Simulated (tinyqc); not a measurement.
# MOS structure on a p-type body with a doping step (retrograde), non-linear Poisson equation by Newton steps: what changes with what

One dimension, insulator interface at x = 0, acceptor density N1 for x < x1 and Na beyond, net doping C = -(acceptor density). psi is counted from the intrinsic level: n = ni exp((psi - Vb)/Vt), p = ni exp(-psi/Vt); deep in the body psi_b = -Vt ln(Na/ni). The gate acts through Cox = eps0 eox/tox and has the potential psi_G = Vg - (phiM - chi - Vt ln(Nc/ni)). Boltzmann statistics, full ionisation, classical densities, no oxide or interface charge.

Parameters, values chosen for the exercise; band and dielectric values close to those of silicon:
- T = 400 K (temperature)
- Eg = 1.14 eV (band gap)
- eps_r = 11.5 (relative permittivity)
- Nc = 4.33e19 cm^-3 (conduction-band density of states at T)
- Nv = 4.03e19 cm^-3 (valence-band density of states at T)
- chi = 3.97 eV (electron affinity)
- Na = 1.2e16 cm^-3 (acceptor density deep in the body)
- eox = 3.9 (relative permittivity of the gate insulator (close to silicon dioxide))
- tox = 2.3 nm (insulator thickness)
- phiM = 4.53 eV (gate work function)
- Vb = 0 V (electron quasi-Fermi potential against the body)
- x1 = 130 nm (depth of the doping step)
- N1 = 3.6e15 cm^-3 (acceptor density above the step)

Constants: q = 1.602176634e-19 C, kB = 1.380649e-23 J/K, Vt = kB T/q, eps0 = 8.8541878128e-14 F/cm where lengths are in cm. Results are converted to the units shown.

Each table varies one quantity; the others keep the values above.

## Charge and capacitance against gate voltage

ni = sqrt(Nc Nv) exp(-Eg/(2 Vt)), Eg in volts. The Poisson equation d/dx(eps0 eps_r dpsi/dx) = -q (p - n + C), with eps0 eps_r dpsi/dx = -Cox (psi_G - psi_0) at x = 0, is solved on a mesh of about 600 nodes or more. N_inv is the integral of n less its value deep in the body. C_LF = Cox (1 - dpsi_0/dVg) with all carriers following; C_HF is the same with the electron quasi-Fermi level shifting uniformly so that N_inv stays fixed. The centroid is that of the same excess.

Charge and capacitance against gate voltage:
```
Vg (V)	psi_0 - psi_b (V)	N_inv (cm^-2)	C_LF/Cox	C_HF/Cox	centroid (nm)
0.34	0.614	3.29e10	0.102	0.0247	10.2
0.51	0.733	4.95e11	0.502	0.0242	6.58
0.69	0.798	1.56e12	0.732	0.0244	4.17
0.86	0.835	2.81e12	0.824	0.0245	3.06
1.03	0.861	4.16e12	0.872	0.0245	2.43
1.21	0.881	5.66e12	0.901	0.0246	2.00
1.38	0.896	7.11e12	0.919	0.0246	1.73
```

Read the table: what changes, and by how much?

N_inv goes from 3.29e10 to 7.11e12 cm^-2 and passes 2e11 cm^-2 at Vg = 0.434 V. C_LF/Cox is lowest, 0.102, at Vg = 0.34 V among the rows listed and ends at 0.919, while C_HF/Cox ends at 0.0246. Between the last two rows q dN_inv/dVg is 0.911 Cox. Where the classical centroid is under about 2 nm, confinement would move the charge away from the interface and raise the threshold. Above about 2e12 cm^-2 degeneracy matters too.

## Effect of the acceptor density above the step on threshold, swing and body effect

VT is the Vg at which N_inv = 2e11 cm^-2. m = 1/(dpsi_0/dVg) at N_inv = 1e8 cm^-2; the swing is the Vg between N_inv = 1e8 and 1e9 cm^-2; body coefficient [VT(Vb + 0.05 V) - VT(Vb)]/0.05 V - 1.

Result of one run:
```
N1 (cm^-3)	VT (V)	psi_0 - psi_b at VT (V)	m - 1	swing (mV/decade)	body coefficient
4.2e15	0.435	0.689	0.0307	86.8	0.0494
```

What becomes of these results when the acceptor density above the step N1 is changed from 4.2e15 to 1.9e15 cm^-3, all else the same?

Result of the changed run:
```
N1 (cm^-3)	VT (V)	psi_0 - psi_b at VT (V)	m - 1	swing (mV/decade)	body coefficient
1.9e15	0.430	0.686	0.0299	87.1	0.0504
```

The whole series:
```
N1 (cm^-3)	VT (V)	psi_0 - psi_b at VT (V)	m - 1	swing (mV/decade)	body coefficient
9e14	0.428	0.685	0.0295	87.4	0.0508
1.3e15	0.429	0.686	0.0297	87.3	0.0506
1.9e15	0.430	0.686	0.0299	87.1	0.0504
2.8e15	0.432	0.687	0.0302	87.0	0.0500
4.2e15	0.435	0.689	0.0307	86.8	0.0494
6.1e15	0.439	0.691	0.0314	86.5	0.0488
9e15	0.445	0.693	0.0327	86.2	0.0481
```

As N1 goes from 9e14 to 9e15, VT rises from 0.428 to 0.445 V, the swing falls from 87.4 to 86.2 mV/decade and the body coefficient falls from 0.0508 to 0.0481. The swing stays within 6.9 % of m Vt ln 10, and the body coefficient within 0.021 of m - 1.

Numbers from tinyqc (`OMP_NUM_THREADS=1 python tinyqc.py 2080060 2080061 out.jsonl`; about 0.3 s on one thread of a shared Intel Xeon 2.30GHz).
